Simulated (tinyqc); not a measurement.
# Resistance of a source-drain extension with a graded tip: two studies

y runs along the channel, the gate covers y > 0. The doping is N0 for y < y0 and N0 10^(-(y - y0)/la) beyond, uniform over the depth xj. Sheet conductance s(y) = q mu(N) max(N - Nch, 0) xj + (for y > 0) ma Cox Vo, with mu(N) = u0 + (u1 - u0)/(1 + (N/Nr)^au) and Cox = eps0 eox/tox. Current is taken as one-dimensional; depletion of the tip, spreading and the contact are left out. The metallurgical junction lies at yj, where N = Nch.

Parameters, values chosen for the exercise; mobility law close to that of electrons in silicon: relative permittivity of the gate insulator (close to silicon dioxide) eox = 3.9; insulator thickness tox = 2.1 nm; active doping of the extension far from the gate N0 = 8.4e19 cm^-3; lateral abruptness la = 2.3 nm/decade; position under the gate where the fall begins (gate edge at 0) y0 = 3.7 nm; depth of the extension xj = 29 nm; channel doping Nch = 1.3e18 cm^-3; spacer length Ls = 14 nm; gate overdrive Vo = 0.47 V; mobility of the gate-induced layer ma = 160 cm^2/(V s); mobility at low doping u1 = 1414 cm^2/(V s); mobility at high doping u0 = 68.5 cm^2/(V s); reference doping Nr = 9.2e16 cm^-3; exponent au = 0.711; gate length Lg = 30 nm.

Constants: q = 1.602176634e-19 C, eps0 = 8.8541878128e-14 F/cm where lengths are in cm. Results are converted to the units shown.

Each table varies one quantity; the others keep the values above.

## Abruptness at a fixed junction position

R_spacer = integral of dy/s from -Ls to 0, R_ov from 0 to yj, R_channel = (Lg - 2 yj)/(ma Cox Vo), R_total = 2 R_spacer + 2 R_ov + R_channel. Electrical length L_eff = ma Cox dR_total/d(1/Vo); R_series = R_total - L_eff/(ma Cox Vo). y0 is moved with la so that yj stays at 7.8638 nm.

The same in every row: yj (nm) = 7.864; R_channel (ohm um) = 115.4.

Abruptness at a fixed junction position:

| la (nm/decade) | R_spacer (ohm um) | R_ov (ohm um) | R_total (ohm um) | L_eff (nm) | R_series (ohm um) |
|---|---|---|---|---|---|
| 1 | 4.613 | 6.083 | 136.8 | 14.79 | 17.23 |
| 2.3 | 4.613 | 10.75 | 146.2 | 15.42 | 21.42 |
| 3.6 | 4.613 | 15.42 | 155.5 | 16.06 | 25.61 |
| 4.9 | 4.696 | 20.02 | 164.9 | 16.70 | 29.83 |
| 6.1 | 5.456 | 23.66 | 173.7 | 17.26 | 34.04 |
| 7.4 | 7.130 | 26.93 | 183.5 | 17.84 | 39.24 |
| 8.7 | 9.578 | 29.65 | 193.9 | 18.38 | 45.23 |
| 10 | 12.69 | 31.94 | 204.7 | 18.88 | 52.04 |

What does the comparison show, and why?

As la goes from 1 to 10 nm/decade, R_total rises from 137 to 205 ohm um, R_spacer rises from 4.61 to 12.7 ohm um and R_ov rises from 6.08 to 31.9 ohm um. R_total changes on average by 7.54 ohm um for each nm/decade. L_eff exceeds the metallurgical length by 0.514 nm in the first row and 4.60 nm in the last, since the gate also controls the lightly doped tips.

## Effect of the active doping of the extension far from the gate

Same model as above.

Effect of the active doping of the extension far from the gate:

| N0 (cm^-3) | yj (nm) | R_spacer (ohm um) | R_ov (ohm um) | R_channel (ohm um) | R_total (ohm um) | L_eff (nm) | R_series (ohm um) |
|---|---|---|---|---|---|---|---|
| 2e19 | 6.430 | 16.58 | 12.52 | 138.6 | 196.8 | 18.38 | 48.16 |
| 3.1e19 | 6.868 | 11.32 | 11.80 | 131.5 | 177.8 | 17.46 | 36.60 |
| 4.7e19 | 7.284 | 7.823 | 11.28 | 124.8 | 163.0 | 16.60 | 28.76 |
| 7.2e19 | 7.710 | 5.315 | 10.87 | 117.9 | 150.3 | 15.73 | 23.04 |
| 1.1e20 | 8.133 | 3.592 | 10.58 | 111.1 | 139.4 | 14.88 | 19.06 |
| 1.7e20 | 8.568 | 2.386 | 10.36 | 104.0 | 129.5 | 14.01 | 16.25 |
| 2.6e20 | 8.992 | 1.591 | 10.22 | 97.17 | 120.8 | 13.16 | 14.38 |
| 4e20 | 9.423 | 1.050 | 10.12 | 90.21 | 112.5 | 12.30 | 13.10 |

What does the table show?

As N0 goes from 2e19 to 4e20, R_total falls from 197 to 113 ohm um, L_eff falls from 18.4 to 12.3 nm and R_series falls from 48.2 to 13.1 ohm um.

Program tinyqc, `OMP_NUM_THREADS=1 python tinyqc.py 2282242 2282243 out.jsonl`; Intel Xeon 2.30GHz, shared host, one thread, about 0.04 s.
